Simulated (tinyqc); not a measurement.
What moves the results: thin-film optics by transfer matrices. A value that a table varies takes the place of the one given here.

Indices N = n + i k. Snell: N0 sin(theta) = N_j sin(theta_j), with Im(N_j cos theta_j) >= 0. Admittance y_j = N_j cos theta_j for s and N_j/cos theta_j for p. Phase delta_j = 2 pi N_j cos theta_j d_j/lambda. Layer matrix [[cos delta, -i sin delta/y], [-i y sin delta, cos delta]], multiplied from the top down to M. (B, C) = M (1, y_sub); r = (y0 B - C)/(y0 B + C), R = |r|^2, T = 4 Re y0 Re y_sub/|y0 B + C|^2, absorbed in the films 1 - R - T.

Ellipsometry: rho = tan(Psi) exp(i Delta) = -conj(r_p/r_s) with the r of the admittance formula, Delta in 0 to 360 degrees, so that a bare dielectric at small angles gives Delta = 180.

Values chosen for the exercise (indices near those of resist on Cu; not measured data):
- lam = 365 nm (vacuum wavelength)
- n0 = 1 (ambient index)
- n = (1.699, 1.286) (n of resist, substrate)
- k = (0.025, 2.023) (k in the same order)
- d = (227) nm (thicknesses, top first)
- theta = 0 degrees (angle of incidence)
- pol = p (polarisation)

## Swing curve: thickness of the top film

The first entry of d takes the values listed.

Stack:
```
d_1 (nm)       R       T  absorbed
227.0     0.2289  0.5479    0.2231
244.9     0.0582  0.6450    0.2967
262.8     0.1261  0.5756    0.2983
280.7     0.3011  0.4485    0.2505
298.6     0.3861  0.3897    0.2242
316.5     0.3498  0.4096    0.2406
334.4     0.1958  0.4970    0.3073
352.3     0.0384  0.5747    0.3869
370.2     0.1015  0.5182    0.3803
388.1     0.2675  0.4123    0.3201
406.0     0.3506  0.3617    0.2878
423.9     0.3153  0.3783    0.3064
441.8     0.1688  0.4509    0.3803
```

R swings between 0.0384 and 0.3861 on these points. The period is lambda/(2 Re(N_1 cos theta_1)) = 107.4 nm, six rows. The swing shrinks from 0.3278 in the first period to 0.3122 in the second, as the film absorbs the wave that returns from below. The swing ratio (max - min)/mean is 1.57.

## Angle of incidence

Both polarisations.

Stack:
```
theta (degrees)     R_s     R_p    Psi   Delta
0                0.2289  0.2289  45.00  180.00
15               0.2677  0.2467  43.83  176.20
30               0.3768  0.2772  40.62  167.66
45               0.5114  0.2651  35.75  160.83
55               0.5900  0.2087  30.74  161.14
60               0.6264  0.1643  27.12  164.01
65               0.6638  0.1118  22.31  169.94
70               0.7061  0.0575  15.93  182.11
75               0.7576  0.0173   8.60  218.14
80               0.8225  0.0311  11.01  307.44
85               0.9036  0.2159  26.05  341.70
```

R_s and R_p agree at normal incidence (0.2289). R_p is lowest at 75 degrees of those listed (0.0173), where R_s = 0.7576; the top face alone would stop reflecting p light at arctan(n/n0) = 59.5 degrees, while the layers and the substrate below set where the minimum falls. R_s rises steadily with the angle.

## Sensitivity of the reflectance

R for both polarisations. Each row changes one parameter from the base and keeps the others.

Results:
```
case                   R_s     R_p     T_s
base                0.2289  0.2289  0.5479
d = (232) nm        0.1708  0.1708  0.5839
n = (1.733, 1.286)  0.1724  0.1724  0.5877
k = (0.025, 2.235)  0.2690  0.2690  0.5053
lam = 370 nm        0.2635  0.2635  0.5259
theta = 5 degrees   0.2332  0.2311  0.5445
```

The largest shifts from the base row, up to three for each result and ties (the steps differ in size, so this ranks the rows, not the parameters). R_s: d -0.0581, n -0.0565, k +0.0401. R_p: d -0.0581, n -0.0565, k +0.0401. T_s: k -0.0426, n +0.0398, d +0.0360.

Program tinyqc; command `OMP_NUM_THREADS=1 python tinyqc.py 1680446 1680447 out.jsonl`; about 0.01 s on one thread of a shared Intel(R) Xeon(R) Processor @ 2.30GHz.
